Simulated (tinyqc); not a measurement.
Superjunction drift layer against a plain one, charge balance: one step of the calculation.

Alternating n and p pillars of equal width wp, doping N and length Lp. When depleted, the lateral field peaks at Ex = q N wp/(2 eps0 eps_r) at the pillar junctions and a uniform vertical field Ey is added; breakdown is taken where Ex^2 + Ey^2 = Ef^2. Only the n pillars conduct, narrowed by the zero-bias depletion. A first-order model: the field peaks at the pillar ends are left out.

Task. Design of the pillars. Ex = a Ef gives N = 2 eps0 eps_r a Ef/(q wp); Ey = Ef sqrt(1 - a^2); Lp = BV/Ey; xd = sqrt(eps0 eps_r Vb/(q N)) on each side; Rsp = 2 Lp/(q mu(N) N (1 - 2 xd/wp)). mu(N) = mi + (mx - mi)/(1 + (N/Nr)^0.9).

Parameters, values chosen for the exercise; values close to those of silicon: relative permittivity of the semiconductor eps_r = 11.5; mobility at low doping mx = 1350 cm^2/(V s); mobility at high doping mi = 88.5 cm^2/(V s); reference doping of the mobility Nr = 1.3e17 cm^-3; wanted breakdown voltage BV = 710 V; width of each pillar wp = 6 um; critical field inside the pillars Ef = 0.29 MV/cm; lateral peak field as a share of Ef a = 0.76; built-in voltage of the pillar junctions Vb = 0.8 V.

Constants: q = 1.602176634e-19 C, eps0 = 8.8541878128e-14 F/cm where lengths are in cm. Results are converted to the units shown.

Wanted: N; Ey; Lp; xd; Rsp.

Result.

N = 4.669e15 cm^-3
Ey = 0.1885 MV/cm
Lp = 37.67 um
xd = 0.3300 um
Rsp = 8.773 mohm cm^2

The pillars have an aspect ratio of 6.28. Their doping is 16.7 times, and their Rsp 0.0932 times, that of the plain layer.

tinyqc, about 0.01 s, one thread, Intel Xeon 2.30GHz (shared host): `OMP_NUM_THREADS=1 python tinyqc.py 2590055 2590056 out.jsonl`
